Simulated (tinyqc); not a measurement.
# p-n diode with diffusion and depletion-layer recombination: effect of the temperature

Abrupt junction in the depletion approximation, low injection, full ionisation, neutral widths fixed, ohmic contact on the p side. Vj is the junction voltage; where a series resistance Rs is given, V = Vj + J Rs is the terminal voltage.

Nc and Nv are given at 400 K and scale as (T/400 K)^1.5; Eg, mobilities and lifetimes are held fixed. ni = sqrt(Nc Nv) exp(-Eg/(2 Vt)), Eg in volts; D = mu Vt; Ln = sqrt(Dn tn), Lp = sqrt(Dp tp); J0n = q ni^2 Dn coth(wp/Ln)/(Ln Na); J0p = (q ni^2 Dp/(Lp Nd)) (s + tanh(wn/Lp))/(1 + s tanh(wn/Lp)), s = Sp Lp/Dp. J_diff = (J0n + J0p)(exp(Vj/Vt) - 1). Vbi = Vt ln(Na Nd/ni^2), W = sqrt(2 eps0 eps_r (Vbi - Vj)(1/Na + 1/Nd)/q), xp = W Nd/(Na + Nd), xn = W Na/(Na + Nd); u(x) = q Na (x + xp)^2/(2 eps0 eps_r) for x < 0 and Vbi - Vj - q Nd (xn - x)^2/(2 eps0 eps_r) for x > 0; p = Na exp(-u/Vt), n = Nd exp((u - Vbi + Vj)/Vt); U = ni^2 (exp(Vj/Vt) - 1)/(tp (n + ni exp(Et/Vt)) + tn (p + ni exp(-Et/Vt))); J_scr = q times the integral of U from -xp to xn. J = J_diff + J_scr.

Values chosen for this exercise; band and dielectric values close to those of indium phosphide:
```
symbol    value        unit                                                         meaning
Eg         1.32          eV                                                        band gap
eps_r      12.4                                                       relative permittivity
Nc       8.7e17       cm^-3  conduction-band density of states at the reference temperature
Nv      1.68e19       cm^-3     valence-band density of states at the reference temperature
Na       5.7e17       cm^-3                                                acceptor density
Nd       7.4e16       cm^-3                                                   donor density
mun        1400  cm^2/(V s)                                 electron mobility in the p side
mup         130  cm^2/(V s)                                     hole mobility in the n side
tn         1e-7           s                                               electron lifetime
tp         2e-9           s                                                   hole lifetime
wp          0.5          um                                     neutral width of the p side
wn          1.6          um                                     neutral width of the n side
Sp          1e7        cm/s                         recombination velocity at the n contact
Et            0          eV                            trap level above the intrinsic level
Vj          0.5           V            junction voltage at which recombination is evaluated
```

Constants: q = 1.602176634e-19 C, kB = 1.380649e-23 J/K, Vt = kB T/q, eps0 = 8.8541878128e-14 F/cm where lengths are in cm. Results are converted to the units shown.

Result of one run:
```
T (K)  J0n (A/cm^2)  J0p (A/cm^2)  J_diff (A/cm^2)  J_scr (A/cm^2)  J_scr/J (%)  wn/Lp
380       1.006e-11     4.147e-12         6.079e-5        1.122e-4        64.86  1.734
```

What becomes of these results when the temperature T is changed from 380 to 300 K, all else the same?

Result of the changed run:
```
T (K)  J0n (A/cm^2)  J0p (A/cm^2)  J_diff (A/cm^2)  J_scr (A/cm^2)  J_scr/J (%)  wn/Lp
300       8.386e-17     3.807e-17         3.060e-8        1.961e-6        98.46  1.952
```

The whole series:
```
T (K)  J0n (A/cm^2)  J0p (A/cm^2)  J_diff (A/cm^2)  J_scr (A/cm^2)  J_scr/J (%)  wn/Lp
220       2.095e-25     1.089e-25        9.058e-14        2.593e-9        100.0  2.279
260       1.834e-20     8.854e-21        1.338e-10        1.142e-7        99.88  2.096
300       8.386e-17     3.807e-17         3.060e-8        1.961e-6        98.46  1.952
340       5.621e-14     2.423e-14         2.074e-6        1.827e-5        89.81  1.833
380       1.006e-11     4.147e-12         6.079e-5        1.122e-4        64.86  1.734
420       6.979e-10     2.768e-10         9.741e-4        5.124e-4        34.47  1.649
460        2.394e-8      9.178e-9         0.009956        0.001885        15.92  1.576
```

As T goes from 220 to 460, J0p rises from 1.09e-25 to 9.18e-9 A/cm^2, J_scr rises from 2.59e-9 to 0.00189 A/cm^2 and its share falls from 100 to 15.9 %. Activation energies -d ln J/d(1/kB T) over the table: 0.924 eV for J_diff (compare Eg - Vj = 0.820 eV, raised by the power-law prefactors) and 0.490 eV for J_scr.

Computed by the program tinyqc: `OMP_NUM_THREADS=1 python tinyqc.py 2260044 2260045 out.jsonl`, one thread of a shared Intel Xeon 2.30GHz, about 0.01 s for the whole run.
